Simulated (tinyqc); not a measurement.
Inside a calculation. Model: lossy interposer transmission line with skin effect.

Program tinyqc, `OMP_NUM_THREADS=1 python tinyqc.py 2810112 2810113 out.jsonl`; Intel Xeon 2.30GHz, shared host, one thread, about 0.01 s. Printed values are rounded.

A uniform line in a homogeneous dielectric: c = sqrt(er)/(c0 Z0), l = Z0 sqrt(er)/c0 (c0 = 299792458 m/s), g = w c td, w = 2 pi f. The resistance joins its limits as r = sqrt(r_dc^2 + r_hf^2), with r_dc = rho/(wd th), r_hf = kr rho/(2 delta (wd + th)), delta = sqrt(rho/(pi f mu0)), mu0 = 4 pi 1e-7 H/m; this is an interpolation, and internal inductance, up to 0.05 nH/mm at low frequency, is neglected.

Inputs (values chosen for the exercise): width of the strip wd = 2.6 um; thickness of the strip th = 0.5 um; resistivity rho = 2.9 uohm cm; relative permittivity er = 3.9; loss tangent td = 0.002; lossless impedance sqrt(l/c) Z0 = 35 ohm; factor for crowding and the return path kr = 1.2; length len = 2.5 mm; source resistance Rg = 50 ohm; load resistance RL = 100 ohm; load capacitance CL = 0 fF; frequency f = 6.7 GHz.

## Line constants

delta, r_dc, r_hf, r, l, c and g as defined.

delta = 1.04708 um
r_dc = 22.3077 ohm/mm
r_hf = 5.36051 ohm/mm
r = 22.9427 ohm/mm
l = 0.230558 nH/mm
c = 188.210 pF/m
g = 0.0158463 S/m

r is 1.03 times r_dc; the skin depth is 2.09 of the thickness.

## Propagation constant and impedance

gamma = sqrt((r + i w l)(g + i w c)) = alpha + i beta, Zc = sqrt((r + i w l)/(g + i w c)), roots with positive real part; loss 8.685889638 alpha in dB; phase velocity w/beta.

gamma len = 0.614509+0.925192i
Zc = 46.7701-30.9299i ohm
loss = 2.13502 dB/mm
phase velocity over c0 = 0.379439
r/(w l) = 2.36380

r exceeds w l, so the line behaves mainly as an RC line at this frequency.

## Reflection, input impedance and transfer

ZL = 1/(1/RL + i w CL); reflection (ZL - Zc)/(ZL + Zc); Zin = Zc (ZL + Zc tanh(gamma len))/(Zc + ZL tanh(gamma len)); H = V_load/V_source = [Zin/(Zin + Rg)]/[cosh(gamma len) + (Zc/ZL) sinh(gamma len)].

ZL = 100.000+0.000i ohm
reflection at the load = 0.304732+0.274955i
Zin = 43.3685-44.6394i ohm
H = 0.231963-0.337917i
|H| = -7.74705 dB
